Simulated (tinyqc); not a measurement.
Undoped symmetric double-gate MOSFET, analytic potential model: two steps of the calculation.

An undoped body of thickness ts between two equal insulators and tied gates; long channel, electrons only, n = ni exp((psi - V)/Vt) with V the quasi-Fermi potential (0 at the source, Vd at the drain), constant mobility, no quantisation. Across the body psi(x) = V - 2 Vt ln[(ts/(2 beta)) sqrt(q ni/(2 eps0 eps_r Vt)) cos(2 beta x/ts)], x from the centre. Q is the electron charge per area of the whole body.

Parameters, values chosen for the exercise; material values close to those of silicon: temperature T = 300 K; band gap Eg = 1.13 eV; relative permittivity of the semiconductor eps_r = 11.8; conduction-band density of states at T Nc = 2.84e19 cm^-3; valence-band density of states at T Nv = 2.67e19 cm^-3; relative permittivity of the gate insulator eox = 8.93; insulator thickness tox = 5 nm; body thickness ts = 8 nm; gate work function less that of the intrinsic body dphi = 0.1 V.

Constants: q = 1.602176634e-19 C, kB = 1.380649e-23 J/K, Vt = kB T/q, eps0 = 8.8541878128e-14 F/cm where lengths are in cm. Results are converted to the units shown.

Problem 1. Constants of the body. ni = sqrt(Nc Nv) exp(-Eg/(2 Vt)), Eg in volts; r = eps_r tox/(eox ts); V0 = dphi + 2 Vt ln[(2/ts) sqrt(2 eps0 eps_r Vt/(q ni))].

Wanted: ni; r; V0.

Solution 1.

ni = 8.8784e9 cm^-3
r = 0.82587
V0 = 0.59856 V

Problem 2. Potential and electron density across the body at the source. psi(x) as above with V = 0 and beta = beta_s; n = ni exp(psi/Vt).

x/ts, point 0 to 6: 0  0.1  0.2  0.3  0.4  0.45  0.5
beta_s = 1.0881951
ni = 8.8783559e9 cm^-3

Give: psi; n.

Solution 2.

```
point  psi (V)  n (cm^-3)
0      0.50293  2.4954e18
1      0.50416  2.6174e18
2      0.50799  3.0350e18
3      0.51483  3.9551e18
4      0.52565  6.0093e18
5      0.53313  8.0276e18
6      0.54262  1.1586e19
```

The density at the surface is 4.64 times that at the centre (1/cos^2 beta). It reaches 0.41 Nc, where Boltzmann statistics overestimate it.

Computed by the program tinyqc: `OMP_NUM_THREADS=1 python tinyqc.py 2440029 2440030 out.jsonl`, one thread of a shared Intel Xeon 2.30GHz, about 0.01 s for the whole run.
